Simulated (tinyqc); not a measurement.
Etch lag against aspect ratio: ion-assisted plasma etching: sheath, surface coverage, synergy and aspect-ratio dependence. Computed by tinyqc, a small Python program. Command: `OMP_NUM_THREADS=1 python tinyqc.py 3022049 3022050 out.jsonl etch walk`. One thread of a shared host (Intel(R) Xeon(R) Processor @ 2.30GHz), about 0.07 s of CPU time with the checks.

Radicals adsorb on bare sites; ions remove covered sites with a high yield and bare sites by sputtering; a slow spontaneous reaction acts everywhere, walls included.

Inputs (values chosen for the exercise, close to those used for silicon in a halogen plasma):
```
quantity,value,unit
plasma density n_e,6.8e+09,1/cm^3
electron temperature T_e,4.9,eV
ion mass M_i,35.5,u
sheath voltage V,170,V
radical density n,2.4e+13,1/cm^3
radical mass M_n,35.5,u
gas temperature T_g,400,K
sticking coefficient s,0.16,-
radicals per removed unit x,4,-
yield slope b,0.31,eV^(-1/2)
threshold E_th,29,eV
sputter slope b_p,0.029,eV^(-1/2)
sputter threshold E_p,33,eV
spontaneous reaction probability k_c,0.00057,-
solid density N,5e+22,1/cm^3
ion temperature T_i,0.38,eV
```

Feature: round hole.

Constants: e = 1.602176634e-19 C; u = 1.6605390666e-27 kg; k_B = 1.380649e-23 J/K; eps_0 = 8.8541878128e-12 F/m.

Method:
- Bohm speed u_B = sqrt(e T_e/M_i); ion flux G_i = 0.61 n_e u_B; radical flux G_n = n c/4 with c = sqrt(8 k_B T_g/(pi M_n)).
- Debye length lambda_D = sqrt(eps_0 T_e/(e n_s)) with n_s = 0.61 n_e, T_e in volts; Child-law sheath d = (sqrt2/3) lambda_D (2 V/T_e)^(3/4); ion energy E = V + T_e/2; angular spread = arctan(sqrt(T_i/E)).
- Yields: Y = b (sqrt(E) - sqrt(E_th)) on covered sites, Y_p = b_p (sqrt(E) - sqrt(E_p)) on bare ones (zero below threshold).
- Steady coverage: s G_n (1 - theta) = x Y G_i theta; removal flux = Y G_i theta + Y_p G_i (1 - theta) + k_c G_n; rate = flux/N, 1 cm/s = 6e8 nm/min.
- Lateral rate = k_c G_n/N; anisotropy = 1 - lateral/vertical; synergy = vertical/(ions alone + radicals alone), with ions alone Y_p G_i/N and radicals alone the lateral rate.
- Transmission of a round hole: K = 1/(1 + 3A/4), walls that scatter diffusely without loss. With a loss probability S = s (1 - theta) at the floor, G_b/G_n = K/(K + S - K S); theta follows G_b, and the two are solved together. Ions are taken to reach the floor unshadowed; G_b replaces G_n in every term of the rate; A is depth over diameter.

yield Y = 2.40153

sputter yield Y_p = 0.214236

ion flux G_i = 1.51375e+15 1/(cm^2 s)

radical flux G_n = 2.93058e+17 1/(cm^2 s)

vertical rate = 36.2232 nm/min

coverage theta = 0.763290

Floor of the feature:
```
A,K,G_b/G_n,theta,rate (nm/min),relative rate
0.5,0.72727,0.98585,0.76070,36.092,0.99638
1.0,0.57143,0.97179,0.75808,35.960,0.99272
2.0,0.40000,0.94398,0.75272,35.691,0.98530
5.0,0.21053,0.86311,0.73567,34.851,0.96213
10.0,0.11765,0.73797,0.70411,33.347,0.92059
20.0,0.06250,0.53035,0.63102,30.026,0.82892
50.0,0.02597,0.22256,0.41782,20.938,0.57804
100.0,0.01316,0.09906,0.24210,13.709,0.37846
```

K falls by a factor 55.3 over the rows and the rate by 2.63. Among these rows the rate stays within 10 % of the open-field value up to A = 10, with an open-field coverage of 0.76. Caution: a sheath of several millimetres is collisional at usual pressures, which lowers the ion energy and widens the angles. Caution: rows with A above about 1/(2 tan(ion spread)) or 1/sqrt(k_c), often 10 to 30, are formal: ion shadowing, radical loss on the walls, redeposition of sputtered material and, in fluorocarbon plasmas, polymer growth are left out and add to the lag.
